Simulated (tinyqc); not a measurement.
Temperature series and Richardson plot: current of a Schottky diode by thermionic-emission-diffusion theory, and its read-back from I-V-T and C-V data. Computed by tinyqc, a small Python program. Command: `OMP_NUM_THREADS=1 python tinyqc.py 3026157 3026158 out.jsonl schottky walk`. One thread of a shared host (Intel(R) Xeon(R) Processor @ 2.30GHz), about 0.01 s of CPU time with the checks.

Full ionisation, no tunnelling, no recombination current. V is the voltage across the junction itself, forward positive.

Inputs (values chosen for the exercise, modelled on p-type silicon):

| quantity | value | unit |
|---|---|---|
| Richardson constant A* | 33.3 | A/(cm^2 K^2) |
| effective density of states at 300 K, N_c | 2.6e+19 | 1/cm^3 |
| permittivity eps | 11.7 | - |
| mobility mu | 430 | cm^2/(V s) |
| barrier without image force phi_0 | 0.569 | eV |
| doping N | 2.2e+17 | 1/cm^3 |
| junction voltage V | 0.24 | V |

Barrier: uniform.

Constants: k_B = 8.617333262e-05 eV/K; e = 1.602176634e-19 C; eps_0 = 8.8541878128e-12 F/m.

Method:
- N_c(T) = N_c (T/300 K)^(3/2); V_bi = phi_0 - (k_B T/e) ln(N_c(T)/N); surface field F = sqrt(2 e N (V_bi - V - k_B T/e)/(eps eps_0)); image lowering d_phi = sqrt(e F/(4 pi eps eps_0)); effective barrier phi = phi_0 - d_phi.
- Collection velocity v_R = A* T^2/(e N_c(T)); diffusion velocity v_D = mu F; J = e N_c(T) v_R/(1 + v_R/v_D) exp(-phi/k_B T) [exp(e V/k_B T) - 1].
- Ideality n = (e/k_B T)/(d ln J/dV) by a central difference of +/- 1 mV; J_0 = J exp(-e V/(n k_B T)); apparent barrier phi_IV = k_B T ln(A* T^2/J_0); a C-V plot gives phi_CV = phi_0, the mean without lowering.
- A least-squares line of ln(J_0/T^2) against 1/(k_B T) gives a barrier (minus the slope) and a Richardson constant (exp of the intercept).

At the same junction voltage:

| T (K) | 1/k_B T (1/eV) | n | J_0 (A/cm^2) | phi_IV (eV) | ln(J_0/T^2) |
|---|---|---|---|---|---|
| 200 | 58.023 | 1.0435 | 1.0795e-07 | 0.51952 | -26.638 |
| 250 | 46.418 | 1.0484 | 6.9114e-05 | 0.51980 | -20.623 |
| 300 | 38.682 | 1.0552 | 5.5204e-03 | 0.51995 | -16.607 |
| 350 | 33.156 | 1.0648 | 1.3356e-01 | 0.51981 | -13.729 |
| 400 | 29.011 | 1.0798 | 1.5383e+00 | 0.51903 | -11.552 |
| 450 | 25.788 | 1.1076 | 1.1062e+01 | 0.51654 | -9.815 |

barrier from the Richardson plot = 0.52113 eV

Richardson constant from the plot = 35.736 A/(cm^2 K^2)

What does the comparison show, and why?

From 200 to 450 K n goes from 1.044 to 1.108 and phi_IV from 0.520 to 0.517 eV. The plot returns 0.521 eV against phi_0 = 0.569 and a constant 1.07 times the true A*.

Extremes, crossings and ranges named in words are read from the listed rows.
